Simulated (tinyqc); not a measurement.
Free and trapped electrons in a MOS channel with a dense trap tail: one step of the calculation.

p-type body, charge-sheet picture, full ionisation (an idealisation for deep acceptors), Boltzmann statistics for free electrons. e = Ec - EF at the surface. Acceptor-like traps of density D(E) = D0 + De exp(-E/Ew) at depth E below Ec, from 0 to Eu, hold n_t = integral of D(E)/(1 + exp((e - E)/Vt)). psi = Eg - Vt ln(Nv/Na) - e; N_dep = sqrt(2 eps0 eps_r Na (psi - Vt)/q); n_f = sqrt(N_dep^2 + 2 eps0 eps_r Vt Nc exp(-e/Vt)/q) - N_dep; Vg = Vfb + psi + q (N_dep + n_t + n_f)/Cox, Cox = eps0 eox/tox.

Task. Charges and gate voltage. psi, N_dep, n_f and Vg as defined, with the n_t given; free share n_f/(n_f + n_t); apparent mobility mf n_f/(n_f + n_t); gate voltage spent on traps q n_t/Cox.

Inputs (values chosen for the exercise); band and dielectric values close to those of 4H silicon carbide:
- T = 300 K (temperature)
- Eg = 3.25 eV (band gap)
- eps_r = 9.66 (relative permittivity)
- Nc = 1.69e19 cm^-3 (conduction-band density of states at T)
- Nv = 2.47e19 cm^-3 (valence-band density of states at T)
- eox = 3.9 (relative permittivity of the insulator)
- tox = 60 nm (insulator thickness)
- Na = 2.5e16 cm^-3 (acceptor density)
- Vfb = -2.31 V (flat-band voltage without trapped charge)
- mf = 99 cm^2/(V s) (mobility of free electrons)
- e = 0.134 eV (Ec - EF at the surface)

Constants: q = 1.602176634e-19 C, kB = 1.380649e-23 J/K, Vt = kB T/q, eps0 = 8.8541878128e-14 F/cm where lengths are in cm. Results are converted to the units shown.

n_t = 1.4736615e11 cm^-2

Find: psi; N_dep; n_f; Vg; free share; apparent mobility; gate voltage spent on traps.

Result.

psi = 2.938 V
N_dep = 8.816e11 cm^-2
n_f = 1.472e10 cm^-2
Vg = 3.533 V
free share = 9.080 %
apparent mobility = 8.989 cm^2/(V s)
gate voltage spent on traps = 0.4102 V

Numbers from tinyqc (`OMP_NUM_THREADS=1 python tinyqc.py 2222161 2222162 out.jsonl`; about 0.02 s on one thread of a shared Intel Xeon 2.30GHz).
